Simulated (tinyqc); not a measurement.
Strained alloy layer of InAs and GaAs on (001) InP, model-solid band line-up: one step of the calculation.

The layer is x parts of the first compound and 1 - x of the second, grown coherently on the third as substrate and barrier. Rows of the table: lattice constant a, average valence level Ea on an absolute scale, spin-orbit splitting so, gaps at Gamma, X and L, hydrostatic deformation potentials av and ac (Gamma), shear potential b, elastic constants, electron and heavy-hole (along z) masses. All are interpolated linearly in x; gaps get -C x (1 - x), taken wholly in the conduction band; real line-ups can differ from this model by 0.1 eV or more.

Problem. Electron to heavy-hole transition of the well. In-plane strain e = (a_substrate - a)/a, e_z = -2 (c12/c11) e, volume change 2 e + e_z. With v = 2 e + e_z and d = 2 b (e_z - e): Eav = Ea + av v; E_hh = Eav + so/3 - d/2; E_lh = Eav - so/6 + d/4 + sqrt(so^2 + so d + 9 d^2/4)/2; E_c = Ea + so/3 + EG + ac v (Gamma). Substrate: E_v = Ea + so/3, E_c = E_v + EG. Well depths: dEc = E_c(substrate) - E_c, dEhh = E_hh - E_v(substrate), dElh likewise; strained Gamma gap E_c - max(E_hh, E_lh); positive values confine carriers in the layer.

Lowest level of a finite well of width Lw and depth V: kw Lw/2 = arctan(sqrt((mw/mb)(V - E)/E)), kw = sqrt(mw E/C), C = hbar^2/(2 m0), for electrons (dEc) and heavy holes (dEhh), mb from the substrate; transition E_c - E_hh + both levels, without exciton binding; wavelength h c/E.

Inputs (values chosen for the exercise):

| symbol | value | unit | meaning |
|---|---|---|---|
| x | 0.8 |  | fraction of the first compound in the layer |
| CG | 0.477 | eV | bowing of the Gamma gap |
| CX | 1.4 | eV | bowing of the X gap |
| CL | 0.33 | eV | bowing of the L gap |
| Lw | 13.7 | nm | layer thickness |

Constants: q = 1.602176634e-19 C, hbar = 1.054571817e-34 J s, h = 6.62607015e-34 J s, m0 = 9.1093837015e-31 kg, c = 299792458 m/s, hbar^2/(2 m0) = 0.0380998212 eV nm^2. Results are converted to the units shown.

Binary compounds, values chosen for the exercise:
```
              close to InAs  close to GaAs  close to InP
a (angstrom)          6.058          5.653         5.869
Ea (eV)               -6.67          -6.92         -7.04
so (eV)               0.375          0.339          0.11
EG (eV)               0.356           1.41          1.36
EX (eV)                1.36            1.9          2.16
EL (eV)                1.06           1.69          1.95
av (eV)                0.99           1.16          1.28
ac (eV)               -5.15          -7.08         -4.98
b (eV)                 -1.8          -1.71         -1.71
c11 (GPa)              82.8            119           102
c12 (GPa)              45.1           53.2            56
me (m0)              0.0228          0.067        0.0805
mh (m0)                0.33          0.351         0.529
```

Wanted: electron mass in the layer; heavy-hole mass in the layer; electron level; heavy-hole level; transition energy; wavelength.

Solution.

electron mass in the layer = 0.03164 m0
heavy-hole mass in the layer = 0.3342 m0
electron level = 31.85 meV
heavy-hole level = 5.027 meV
transition energy = 0.5758 eV
wavelength = 2153 nm

Numbers from tinyqc (`OMP_NUM_THREADS=1 python tinyqc.py 2690020 2690021 out.jsonl`; about 0.01 s on one thread of a shared Intel Xeon 2.30GHz).
